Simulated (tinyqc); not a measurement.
# Worked calculation: current crowding under a contact, resistor ladder against the transmission-line model

Computed by the program tinyqc: `OMP_NUM_THREADS=1 python tinyqc.py 2760016 2760017 out.jsonl`, one thread of a shared Intel Xeon 2.30GHz, about 0.01 s for the whole run. Printed values are rounded.

A metal contact of length d and width W on a thin layer of the same width. The metal has no resistance, the sheet resistance under it equals Rsh, and current enters the layer at the front edge x = 0.

Values chosen for this exercise:
```
symbol,value,unit,meaning
Rsh,1300,ohm/sq,sheet resistance of the semiconductor layer
rc,3.9e-8,ohm cm^2,specific contact resistivity
d,0.0088,um,contact length
W,9.9,um,contact width
n,7,,cells
I,1,mA,current
```

## Conductances of the ladder

Cut the contact into n cells of length hc = d/n. Neighbouring cell centres are joined by a = W/(Rsh hc), each centre joins the metal (0 V) by g = W hc/rc, and I enters cell 1 through half a cell: -a v_(i-1) + b_i v_i - a v_(i+1) = I for i = 1 and 0 otherwise, b_i = g + 2 a (g + a at both ends). Rc = v_1/I + 1/(2 a).

a = 6.057692 S
g = 0.003191209 S
b_i, cell 1 to 7 (S): 6.060884  12.11858  12.11858  12.11858  12.11858  12.11858  6.060884

## Voltages and the share of the current

Cut the contact into n cells of length hc = d/n. Neighbouring cell centres are joined by a = W/(Rsh hc), each centre joins the metal (0 V) by g = W hc/rc, and I enters cell 1 through half a cell: -a v_(i-1) + b_i v_i - a v_(i+1) = I for i = 1 and 0 otherwise, b_i = g + 2 a (g + a at both ends). Rc = v_1/I + 1/(2 a). Cell i passes g v_i to the metal.

```
cell  v_i (mV)  share of the current (%)
1     45.07177                  14.38334
2     44.93044                  14.33824
3     44.81277                  14.30069
4     44.71871                  14.27067
5     44.64821                  14.24818
6     44.60123                  14.23318
7     44.57775                  14.22569
```

Rc of the ladder = 45.15431 ohm

The first cell passes 14.4 % of the current and the last 14.2 %; an even spread would give 14.3 % each.

## The transmission-line result

Transfer length Lt = sqrt(rc/Rsh); front resistance Rc = (Rsh Lt/W) coth(d/Lt); end resistance Re = (Rsh Lt/W)/sinh(d/Lt). v(x) = I (Rsh Lt/W) cosh((d - x)/Lt)/sinh(d/Lt) at the cell centres x = (i - 1/2) d/n.

Lt = 0.05477226 um
Rc = 45.15036 ohm
Re = 44.57383 ohm
v(x), cell 1 to 7 (mV): 45.07080  44.92946  44.81179  44.71773  44.64723  44.60025  44.57676

The ladder's Rc is within 0.01 % of this value, with cells 0.023 Lt long.
